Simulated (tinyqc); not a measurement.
Area and perimeter leakage from two diodes.

Problem. A square diode and a finger diode leak I = JA area + JP perimeter. Find JA, JP and the side of the square at which both parts are equal.

areas (um^2): 40000  74000
perimeters (um): 800  30340
leakage currents (pA): 2.6952000  5.5344600

Answer. Two linear equations give JA and JP; for a square of side a, JA a^2 = 4 JP a at a = 4 JP/JA.

JA = 6.700e-9 A/cm^2
JP = 1.900e-13 A/cm
side for equal parts = 1.134 um

tinyqc, about 0.01 s, one thread, Intel Xeon 2.30GHz (shared host): `OMP_NUM_THREADS=1 python tinyqc.py 2290038 2290039 out.jsonl`
